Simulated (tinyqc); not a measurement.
Nanowire ballistic transistor, top-of-the-barrier model: transfer curve.

At the top of the source barrier, states moving towards the drain are filled by the source (Fermi level 0) and states moving back by the drain (Fermi level -q Vd); nothing scatters. U is the shift of the band edge there, set by the capacitances CG, CD and CS (the total) and by the charge. Parabolic one-dimensional subband; the source is grounded.

N0 = gv sqrt(2 m kB T/pi)/hbar, CG = 2 pi eps0 eox/ln(1 + 2 tox/d), CS = CG/aG, n0 = n at U = 0 and Vd = 0. eta1 = -(E0 + U)/Vt, eta2 = eta1 - Vd/Vt, n = (N0/2)[F_(-1/2)(eta1) + F_(-1/2)(eta2)], F_(-1/2)(x) = (1/sqrt(pi)) int_0^infinity u^(-1/2)/(1 + exp(u - x)) du. U = UL + q (n - n0)/CS with UL = -(aG Vg + aD Vd), energies in eV. I = gv (2 q^2/h) Vt [ln(1 + exp eta1) - ln(1 + exp eta2)]. CQ = (q/Vt) dn/d(eta1).

Values chosen for this exercise; mass and valleys close to those of gallium arsenide: temperature T = 400 K; effective mass m = 0.0702 m0; valley degeneracy gv = 1; relative permittivity of the gate insulator eox = 9; insulator thickness tox = 3.7 nm; wire diameter d = 6 nm; gate control CG/CS aG = 0.93; drain control CD/CS aD = 0.02; band edge at the barrier top above the source Fermi level at zero bias E0 = 0.18 eV; drain voltage Vd = 0.1 V.

Constants: q = 1.602176634e-19 C, kB = 1.380649e-23 J/K, hbar = 1.054571817e-34 J s, h = 6.62607015e-34 J s, m0 = 9.1093837015e-31 kg, Vt = kB T/q, eps0 = 8.8541878128e-14 F/cm where lengths are in cm. Results are converted to the units shown.

Result of one run:

| Vg (V) | eta1 | n (cm^-1) | I (uA) | mean velocity I/(q n) (cm/s) | CQ/CS |
|---|---|---|---|---|---|
| 0 | -5.162 | 4282 | 0.01442 | 2.102e7 | 0.002959 |

What becomes of these results when the gate voltage Vg is changed from 0 to 0.7 V, all else the same?

Result of the changed run:

| Vg (V) | eta1 | n (cm^-1) | I (uA) | mean velocity I/(q n) (cm/s) | CQ/CS |
|---|---|---|---|---|---|
| 0.7 | 10.42 | 4.762e6 | 7.747 | 1.015e7 | 0.1915 |

The whole series:

| Vg (V) | eta1 | n (cm^-1) | I (uA) | mean velocity I/(q n) (cm/s) | CQ/CS |
|---|---|---|---|---|---|
| 0 | -5.162 | 4282 | 0.01442 | 2.102e7 | 0.002959 |
| 0.1 | -2.501 | 5.832e4 | 0.1985 | 2.124e7 | 0.03839 |
| 0.2 | -0.07194 | 4.459e5 | 1.624 | 2.273e7 | 0.2066 |
| 0.3 | 2.042 | 1.287e6 | 4.837 | 2.345e7 | 0.3323 |
| 0.4 | 4.020 | 2.326e6 | 7.041 | 1.889e7 | 0.3713 |
| 0.5 | 6.043 | 3.300e6 | 7.641 | 1.445e7 | 0.2916 |
| 0.6 | 8.190 | 4.093e6 | 7.735 | 1.180e7 | 0.2276 |
| 0.7 | 10.42 | 4.762e6 | 7.747 | 1.015e7 | 0.1915 |
| 0.8 | 12.71 | 5.354e6 | 7.748 | 9.033e6 | 0.1688 |

The current rises from 0.0144 to 7.75 uA. Between the first two rows the swing is 87.8 mV a decade, against Vt ln 10/aG = 85.3. CQ/CS goes from 0.0030 to 0.17, so a volt on the gate moves the band edge by 0.93 eV in the first row and 0.80 eV in the last: the device stays near the quantum-capacitance limit. The mean velocity goes from 2.10e7 through a maximum of 2.34e7 (at Vg = 0.3 V among the rows listed) to 9.03e6 cm/s. For Vg = 0.7 to 0.8 V the source Fermi level lies over 0.3 eV above the band edge, where a light band is no longer parabolic. At Vg = 0.8 V higher subbands of the wire, left out here, could begin to fill.

Numbers from tinyqc (`OMP_NUM_THREADS=1 python tinyqc.py 2400166 2400167 out.jsonl`; about 0.06 s on one thread of a shared Intel Xeon 2.30GHz).
